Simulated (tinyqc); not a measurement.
# Worked calculation: on-chip interconnect, size-dependent resistivity and RC delay

Program tinyqc, `OMP_NUM_THREADS=1 python tinyqc.py 2100065 2100066 out.jsonl`; Intel Xeon 2.30GHz, shared host, one thread, about 0.01 s. Printed values are rounded.

A rectangular line between two neighbours and two ground planes. Surface and grain-boundary scattering are added to the bulk resistivity as corrections; capacitances are parallel-plate values without fringing; inductance is ignored.

Parameters, values chosen for the exercise; metal values close to those of copper: bulk resistivity rho0 = 1.64 uohm cm; bulk mean free path lam = 39.4 nm; specular share of surface scattering ps = 0; reflection coefficient of grain boundaries Rg = 0.22; grain size over the metal width gr = 0.7; drawn line width wd = 79 nm; aspect ratio, height over width AR = 1.3; liner on both walls and the bottom, not conducting tl = 2.7 nm; space to the neighbouring lines sp = 79 nm; dielectric height to the planes above and below hd = 130 nm; relative permittivity of the dielectric ek = 2.2; Miller factor of the neighbours Mf = 1; line length Lw = 19 um; driver resistance Rd = 12000 ohm; load capacitance Cl = 0.25 fF; time step dt = 4.1 ps.

Constants: eps0 = 8.8541878128e-12 F/m. Results are converted to the units shown.

## Resistivity, resistance and capacitance per length

Metal width x = wd - 2 tl, height y = AR wd - tl; grain boundaries (Mayadas-Shatzkes): al = (lam/(gr x)) Rg/(1 - Rg), g = 1/[1 - 3 al/2 + 3 al^2 - 3 al^3 ln(1 + 1/al)] - 1; surfaces (Fuchs-Sondheimer, thick limit): s = (3/8) lam (1 - ps)(1/x + 1/y); rho = rho0 (1 + g + s); r = rho/(x y); c = eps0 ek (2 wd/hd + 2 Mf AR wd/sp).

x = 73.6 nm
y = 100 nm
al = 0.215699
g = 0.308954
s = 0.348497
rho = 2.71822 uohm cm
r = 3.69323 ohm/um
c = 0.0743207 fF/um

rho is 1.66 times the bulk value; surfaces add more (0.348 against 0.309). The liner takes 9.28 % of the cross-section.

## Ladder and Elmore delays

5 equal pi sections: series Rs = r Lw/5; node capacitances c Lw/5, halved at nodes 0 and 5, with Cl added to node 5; Rd feeds node 0. Elmore delay of node k: the sum, over the resistors on the path to k, of resistance times all capacitance downstream of it.

Rs = 14.0343 ohm

```
node    C (fF)  Elmore delay (ps)
0     0.141209            19.9451
1     0.282419            19.9665
2     0.282419            19.9838
3     0.282419            19.9973
4     0.282419            20.0067
5     0.391209            20.0122
```

The far-end value equals Rd (c Lw + Cl) + r Lw (c Lw/2 + Cl) for any number of pi sections; the line resistance contributes 0.335 % of it.

## Step 1: node voltages after a time step

v at t = 0, node 0 to 5 (V): [0, 0, 0, 0, 0, 0]

A 1 V step is applied behind Rd at t = 0. C dv/dt = -G v + b, with G the conductance matrix of the ladder (1/Rs between neighbours, 1/Rd added at node 0) and b = (1 V/Rd, 0, ...). Trapezoidal step: (C/dt + G/2) v(new) = (C/dt - G/2) v + b.

v at t = 1 dt, node 0 to 5 (V): [0.190117, 0.188184, 0.186615, 0.185407, 0.184557, 0.184064]

## Step 2: node voltages after a time step

As before.

v at t = 2 dt, node 0 to 5 (V): [0.336716, 0.337068, 0.337343, 0.337550, 0.337692, 0.337773]

## Course in time

A 1 V step is applied behind Rd at t = 0. C dv/dt = -G v + b, with G the conductance matrix of the ladder (1/Rs between neighbours, 1/Rd added at node 0) and b = (1 V/Rd, 0, ...). Trapezoidal step: (C/dt + G/2) v(new) = (C/dt - G/2) v + b. The last column solves the same ladder exactly by its modes.

Voltages (V):
```
t (ps)  node 0  node 2  node 5  node 5, exact
4.100   0.1901  0.1866  0.1841         0.1845
8.200   0.3367  0.3373  0.3378         0.3358
12.30   0.4641  0.4612  0.4591         0.4589
16.40   0.5598  0.5609  0.5616         0.5593
20.50   0.6456  0.6431  0.6413         0.6410
24.60   0.7077  0.7090  0.7098         0.7076
28.70   0.7659  0.7636  0.7620         0.7618
32.80   0.8056  0.8071  0.8080         0.8060
36.90   0.8456  0.8435  0.8420         0.8419
41.00   0.8705  0.8721  0.8731         0.8713
45.10   0.8984  0.8964  0.8950         0.8951
49.20   0.9136  0.9152  0.9162         0.9146
```

The far end of the ladder reaches 0.5 V at 13.88 ps, 0.693 of its Elmore delay (ln 2 = 0.693 for a single pole); the slowest mode has a time constant of 19.99 ps. The largest error of the trapezoidal steps at that node is 2.3 mV.
